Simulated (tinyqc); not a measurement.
Inside a calculation. Method: RKS/LDA (VWN5) in the sto-3g basis, for H4, spin multiplicity 1. Computed by tinyqc, a small Python program that keeps every step (integrals from PySCF). Settings: charge = 0, multiplicity = 1, basis = sto-3g, energy threshold = 1e-09, iteration cap = 76, orthogonalisation = canonical, start = atomic densities, DIIS depth = 4, DIIS from iteration = 2, method = RKS, functional = lda,vwn, grid = [30, 14]. Command: `OMP_NUM_THREADS=1 python tinyqc.py 27703 27704 out.jsonl` (the two numbers bound the seeds that draw the settings). One thread of a shared host (Intel(R) Xeon(R) Processor @ 2.60GHz), about 0.2 s of CPU time with the checks. Later iterations appear only in the table of the cycle.

## One-electron integrals

Geometry (angstrom):
```
atom         x         y         z
H     0.000000  0.000000  0.000000
H     0.000000  0.000000  1.556000
H     0.000000  1.072000  0.000000
H     0.000000  1.072000  1.556000
```

Basis sto-3g: exponents (1/bohr^2) and contraction coefficients of normalised primitives:
```
element  l (shell)  exponent  coefficient
H            s (1)  3.425251     0.154329
H            s (1)  0.623914     0.535328
H            s (1)  0.168855     0.444635
```

Overlap, kinetic and nuclear-attraction integrals over the contracted functions; the nuclear repulsion is the sum of Za Zb / Rab.

nuclear repulsion = 2.22756274 hartree

overlap S, lower triangle:
```
          1H 1s     2H 1s     3H 1s     4H 1s
1H 1s  1.000000
2H 1s  0.236852  1.000000
3H 1s  0.455097  0.142530  1.000000
4H 1s  0.142530  0.455097  0.236852  1.000000
```

kinetic energy T (hartree), lower triangle:
```
           1H 1s      2H 1s     3H 1s     4H 1s
1H 1s   0.760032
2H 1s   0.005303   0.760032
3H 1s   0.086738  -0.008358  0.760032
4H 1s  -0.008358   0.086738  0.005303  0.760032
```

nuclear attraction V (hartree), lower triangle:
```
           1H 1s      2H 1s      3H 1s      4H 1s
1H 1s  -2.327702
2H 1s  -0.486486  -2.327702
3H 1s  -0.993713  -0.301062  -2.327702
4H 1s  -0.301062  -0.993713  -0.486486  -2.327702
```

core Hamiltonian H = T + V (hartree), lower triangle:
```
           1H 1s      2H 1s      3H 1s      4H 1s
1H 1s  -1.567670
2H 1s  -0.481183  -1.567670
3H 1s  -0.906974  -0.309420  -1.567670
4H 1s  -0.309420  -0.906974  -0.481183  -1.567670
```

## Two-electron integrals

Functions are numbered as in S; the eight-fold symmetry (ij|kl) = (ji|kl) = (kl|ij) leaves the list below.

Two-electron integrals (ij|kl) in chemists' order, unique and non-zero (hartree):
```
(11|11) 0.774606   (21|11) 0.125000   (21|21) 0.031454   (22|11) 0.334518
(22|21) 0.125000   (22|22) 0.774606   (31|11) 0.277310   (31|21) 0.049371
(31|22) 0.143007   (31|31) 0.130257   (32|11) 0.064153   (32|21) 0.016775
(32|22) 0.068727   (32|31) 0.031190   (32|32) 0.010672   (33|11) 0.455225
(33|21) 0.089085   (33|22) 0.278637   (33|31) 0.277310   (33|32) 0.068727
(33|33) 0.774606   (41|11) 0.068727   (41|21) 0.016775   (41|22) 0.064153
(41|31) 0.031190   (41|32) 0.010496   (41|33) 0.064153   (41|41) 0.010672
(42|11) 0.143007   (42|21) 0.049371   (42|22) 0.277310   (42|31) 0.067182
(42|32) 0.031190   (42|33) 0.143007   (42|41) 0.031190   (42|42) 0.130257
(43|11) 0.089085   (43|21) 0.022627   (43|22) 0.089085   (43|31) 0.049371
(43|32) 0.016775   (43|33) 0.125000   (43|41) 0.016775   (43|42) 0.049371
(43|43) 0.031454   (44|11) 0.278637   (44|21) 0.089085   (44|22) 0.455225
(44|31) 0.143007   (44|32) 0.064153   (44|33) 0.334518   (44|41) 0.068727
(44|42) 0.277310   (44|43) 0.125000   (44|44) 0.774606
```

## Orthogonalisation

S = U s U^T; canonical form X = U s^(-1/2), so that X^T S X = 1. Each column of U has its largest component positive (the first on a tie).

eigenvalues of S: 0.450581  0.639225  1.075716  1.834479

X:
```
               1          2          3         4
1H 1s   0.744876   0.625379   0.482082  0.369159
2H 1s  -0.744876   0.625379  -0.482082  0.369159
3H 1s  -0.744876  -0.625379   0.482082  0.369159
4H 1s   0.744876  -0.625379  -0.482082  0.369159
```

## Starting guess

The start is atomic minimal-basis densities projected into this basis (PySCF's MINAO start) and scaled to the electron count of each spin; this density is not idempotent, so its energy is not variational and may lie below the converged one.

D at the start, lower triangle:
```
          1H 1s     2H 1s     3H 1s     4H 1s
1H 1s  0.941516
2H 1s  0.066354  0.941516
3H 1s  0.086005  0.025449  0.941516
4H 1s  0.025449  0.086005  0.066354  0.941516
```

## Iteration 1: exchange-correlation on the grid

Becke grid with 30 radial and 14 angular points per atom, points of zero weight dropped. rho = sum D_ij phi_i phi_j; V_xc,ij = sum w v_xc phi_i phi_j; v_xc is d(rho eps)/d rho.

The 12 grid points with the largest w rho, of 1608 (bohr, atomic units):
```
x                 y         z         w       rho     eps_xc       v_xc
0.748108   0.748108  0.748108  0.295959  0.039553  -0.298365  -0.389210
-0.748108  0.748108  0.748108  0.295959  0.039553  -0.298365  -0.389210
-0.748108  0.748108  2.192305  0.295959  0.039553  -0.298365  -0.389210
0.748108   0.748108  2.192305  0.295959  0.039553  -0.298365  -0.389210
0.748108   1.277678  0.748108  0.295959  0.039553  -0.298365  -0.389210
-0.748108  1.277678  0.748108  0.295959  0.039553  -0.298365  -0.389210
-0.748108  1.277678  2.192305  0.295959  0.039553  -0.298365  -0.389210
0.748108   1.277678  2.192305  0.295959  0.039553  -0.298365  -0.389210
0.621731   0.621731  0.621731  0.202552  0.055832  -0.331435  -0.432666
-0.621731  0.621731  0.621731  0.202552  0.055832  -0.331435  -0.432666
-0.621731  0.621731  2.318683  0.202552  0.055832  -0.331435  -0.432666
0.621731   0.621731  2.318683  0.202552  0.055832  -0.331435  -0.432666
```

electrons on the grid, sum of w rho = 4.009016

E_xc = sum of w rho eps_xc = -1.31964479 hartree

V_xc (hartree), lower triangle:
```
           1H 1s      2H 1s      3H 1s      4H 1s
1H 1s  -0.432960
2H 1s  -0.087963  -0.432960
3H 1s  -0.186853  -0.054934  -0.432960
4H 1s  -0.054934  -0.186853  -0.087963  -0.432960
```

## Iteration 1: building the Kohn-Sham matrix

J_ij = sum D_kl (ij|kl); F = H + J + V_xc; E = tr D H + tr D J / 2 + E_xc + E_nn.

Coulomb J (hartree), lower triangle:
```
          1H 1s     2H 1s     3H 1s     4H 1s
1H 1s  1.842674
2H 1s  0.428999  1.842674
3H 1s  0.841711  0.266478  1.842674
4H 1s  0.266478  0.841711  0.428999  1.842674
```

Kohn-Sham matrix F (hartree), lower triangle:
```
           1H 1s      2H 1s      3H 1s      4H 1s
1H 1s  -0.157957
2H 1s  -0.140148  -0.157957
3H 1s  -0.252116  -0.097876  -0.157957
4H 1s  -0.097876  -0.252116  -0.140148  -0.157957
```

total energy of this density = -1.78216566 hartree

This density is the starting one; it is not idempotent, so its energy is not variational and may lie below the converged one.

## Iteration 1: diagonalisation and new density

Diagonalise F' = X^T F X, C = X C', fill 2 alpha and 2 beta electrons from the bottom; D = 2 C_occ C_occ^T. Each column has its largest component positive (the first on a tie).

F' = X^T F X (hartree), lower triangle:
```
          1         2          3          4
1  0.302789
2  0.000000  0.081172
3  0.000000  0.000000  -0.159939
4  0.000000  0.000000   0.000000  -0.353286
```

orbital energies (hartree): MO1 -0.353286, MO2 -0.159939, MO3 0.081172, MO4 0.302789

coefficients C:
```
            MO1        MO2        MO3        MO4
1H 1s  0.369159   0.482082   0.625379   0.744876
2H 1s  0.369159  -0.482082   0.625379  -0.744876
3H 1s  0.369159   0.482082  -0.625379  -0.744876
4H 1s  0.369159  -0.482082  -0.625379   0.744876
```

D after iteration 1, lower triangle:
```
           1H 1s      2H 1s      3H 1s     4H 1s
1H 1s   0.737364
2H 1s  -0.192250   0.737364
3H 1s   0.737364  -0.192250   0.737364
4H 1s  -0.192250   0.737364  -0.192250  0.737364
```

## Iteration 2: exchange-correlation on the grid

As before.

The 12 grid points with the largest w rho, of 1608 (bohr, atomic units):
```
x                 y          z         w       rho     eps_xc       v_xc
0.748108   1.277678  -0.748108  0.287741  0.048043  -0.316578  -0.413138
-0.748108  1.277678  -0.748108  0.287741  0.048043  -0.316578  -0.413138
-0.748108  1.277678   3.688522  0.287741  0.048043  -0.316578  -0.413138
0.748108   1.277678   3.688522  0.287741  0.048043  -0.316578  -0.413138
0.748108   0.748108  -0.748108  0.287741  0.048043  -0.316578  -0.413138
-0.748108  0.748108  -0.748108  0.287741  0.048043  -0.316578  -0.413138
0.748108   0.748108   3.688522  0.287741  0.048043  -0.316578  -0.413138
-0.748108  0.748108   3.688522  0.287741  0.048043  -0.316578  -0.413138
-0.748108  1.277678   0.748108  0.295959  0.045848  -0.312097  -0.407250
0.748108   1.277678   0.748108  0.295959  0.045848  -0.312097  -0.407250
-0.748108  0.748108   0.748108  0.295959  0.045848  -0.312097  -0.407250
-0.748108  1.277678   2.192305  0.295959  0.045848  -0.312097  -0.407250
```

electrons on the grid, sum of w rho = 4.018363

E_xc = sum of w rho eps_xc = -1.32017708 hartree

V_xc (hartree), lower triangle:
```
           1H 1s      2H 1s      3H 1s      4H 1s
1H 1s  -0.431156
2H 1s  -0.086632  -0.431156
3H 1s  -0.190426  -0.055025  -0.431156
4H 1s  -0.055025  -0.190426  -0.086632  -0.431156
```

## Iteration 2: building the Kohn-Sham matrix

As before.

Coulomb J (hartree), lower triangle:
```
          1H 1s     2H 1s     3H 1s     4H 1s
1H 1s  1.845396
2H 1s  0.427640  1.845396
3H 1s  0.849072  0.266918  1.845396
4H 1s  0.266918  0.849072  0.427640  1.845396
```

Kohn-Sham matrix F (hartree), lower triangle:
```
           1H 1s      2H 1s      3H 1s      4H 1s
1H 1s  -0.153429
2H 1s  -0.140175  -0.153429
3H 1s  -0.248329  -0.097527  -0.153429
4H 1s  -0.097527  -0.248329  -0.140175  -0.153429
```

total energy of this density = -2.07694499 hartree

## Iteration 2: diagonalisation and new density

As before.

F' = X^T F X (hartree), lower triangle:
```
          1         2          3          4
1  0.305267
2  0.000000  0.081743
3  0.000000  0.000000  -0.152509
4  0.000000  0.000000   0.000000  -0.348578
```

orbital energies (hartree): MO1 -0.348578, MO2 -0.152509, MO3 0.081743, MO4 0.305267

coefficients C:
```
            MO1        MO2        MO3        MO4
1H 1s  0.369159   0.482082   0.625379   0.744876
2H 1s  0.369159  -0.482082   0.625379  -0.744876
3H 1s  0.369159   0.482082  -0.625379  -0.744876
4H 1s  0.369159  -0.482082  -0.625379   0.744876
```

D after iteration 2, lower triangle:
```
           1H 1s      2H 1s      3H 1s     4H 1s
1H 1s   0.737364
2H 1s  -0.192250   0.737364
3H 1s   0.737364  -0.192250   0.737364
4H 1s  -0.192250   0.737364  -0.192250  0.737364
```

## Iteration 3 (converged): orbitals

converged F (hartree), lower triangle:
```
           1H 1s      2H 1s      3H 1s      4H 1s
1H 1s  -0.153429
2H 1s  -0.140175  -0.153429
3H 1s  -0.248329  -0.097527  -0.153429
4H 1s  -0.097527  -0.248329  -0.140175  -0.153429
```

As before.

F' = X^T F X (hartree), lower triangle:
```
          1         2          3          4
1  0.305267
2  0.000000  0.081743
3  0.000000  0.000000  -0.152509
4  0.000000  0.000000   0.000000  -0.348578
```

orbital energies (hartree): MO1 -0.348578, MO2 -0.152509, MO3 0.081743, MO4 0.305267

coefficients C:
```
            MO1        MO2        MO3        MO4
1H 1s  0.369159   0.482082   0.625379   0.744876
2H 1s  0.369159  -0.482082   0.625379  -0.744876
3H 1s  0.369159   0.482082  -0.625379  -0.744876
4H 1s  0.369159  -0.482082  -0.625379   0.744876
```

D after iteration 3, lower triangle:
```
           1H 1s      2H 1s      3H 1s     4H 1s
1H 1s   0.737364
2H 1s  -0.192250   0.737364
3H 1s   0.737364  -0.192250   0.737364
4H 1s  -0.192250   0.737364  -0.192250  0.737364
```

## Convergence

Stop when the energy changes by less than 1e-09 hartree and every element of the error matrix X^T (F D S - S D F) X is below 9e-06.

Course of the cycle:
```
iteration  E (hartree)     change  largest element of the error matrix
1          -1.78216566          -                             9.87e-16
2          -2.07694499  -2.95e-01                             3.60e-15
3          -2.07694499   8.88e-16                             5.41e-15
```

PySCF RKS in the same basis, fine grid = -2.07496430 hartree

Converged in 3 iterations. The coarse grid moves the energy by -1.98e-03 hartree.

## Populations, bond orders and dipole

Mulliken: Z minus the diagonal of D S on the atom; Loewdin: the same with S^(1/2) D S^(1/2); Mayer order: 2 sum_s sum (D(s) S)_ij (D(s) S)_ji over the two atoms.

Charges (e):
```
atom  Mulliken  Loewdin
1H           0        0
2H           0        0
3H           0        0
4H           0        0
```

Mayer bond orders:
```
pair     order
2-1          0
3-1   1.000000
3-2          0
4-1          0
4-2   1.000000
4-3          0
```

dipole moment about the origin, x y z (debye): 0.000000  0.000000  0.000000
